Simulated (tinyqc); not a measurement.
Inside a calculation. Model: input admittance of a MOSFET at zero drain bias: distributed channel and distributed gate.

Program tinyqc, `OMP_NUM_THREADS=1 python tinyqc.py 2262195 2262196 out.jsonl`; Intel Xeon 2.30GHz, shared host, one thread, about 0.01 s. Printed values are rounded.

Source and drain grounded, strong inversion, w = 2 pi f, Cox = eps0 eox/tox. The channel is an RC line of resistance 1/(mu Cox Vo) per square fed from both ends, so one finger has the intrinsic admittance y = i w Cox L tanh(g)/g per width, g = (1/2) sqrt(i w tau), tau = L^2/(mu Vo). The vertical resistance rv/L is in series with y, the overlaps 2 i w Cov in parallel: y_t = 1/(1/y + rv/L) + 2 i w Cov. The gate strip is a line of Rsh/L per length loaded by y_t, so a finger has Y = y_t Wf tanh(k)/k, k = (Wf/sd) sqrt(y_t Rsh/L); the device has Nf Y.

Inputs (values chosen for the exercise); values of the order met in silicon radio-frequency transistors: relative permittivity of the gate insulator (close to silicon dioxide) eox = 3.9; insulator thickness tox = 3 nm; channel length L = 0.3 um; finger width Wf = 0.58 um; number of fingers Nf = 4; channel mobility mu = 410 cm^2/(V s); gate overdrive Vo = 0.25 V; sheet resistance of the gate Rsh = 7.9 ohm/square; vertical resistivity of the gate stack rv = 0 ohm um^2; number of ends at which a finger is contacted sd = 1; overlap and fringe capacitance on each side Cov = 0.3 fF/um; frequency f = 26 GHz.

Constants: eps0 = 8.8541878128e-14 F/cm where lengths are in cm. Results are converted to the units shown.

## Low-frequency resistances and capacitance

Low-frequency limits, with c = Cox L and ct = c + 2 Cov: R_strip = Rsh Wf/(3 sd^2 L Nf), R_ch = (c/ct)^2 L/(12 mu Cox Vo Wf Nf), R_vert = (c/ct)^2 rv/(L Wf Nf), C = ct Wf Nf.

parts (ohm): strip 1.27278, channel 66.2950, vertical 0
sum = 67.5678 ohm
C = 9.40327 fF
1/(2 pi R C) = 250.496 GHz

The channel term is the largest, 98.1 % of the sum.

## Admittance of the channel and stack per width

tau, g, c = Cox L, y and y_t as defined.

tau = 8.78049 ps
g = 0.423439+0.423439i
c = 3.45313 fF/um
y = 66.056+554.641i uS/um
y_t = 66.056+652.659i uS/um

w tau = 1.43, and Im y is 0.983 of w c.

## Input impedance of the device

k and Y as defined; Z = 1/(Nf Y) = R + 1/(i w C); Q = |Im Z|/R; signal at the point farthest from a contact |1/cosh k|.

k = 0.0565522+0.0511174i
Nf Y = 0.15614+1.51357i mS
R = 67.4371 ohm
C = 9.36368 fF
Q = 9.69396
signal at the far point = 0.999705

R is 0.19 % below its low-frequency limit and C is 0.42 % below its own.
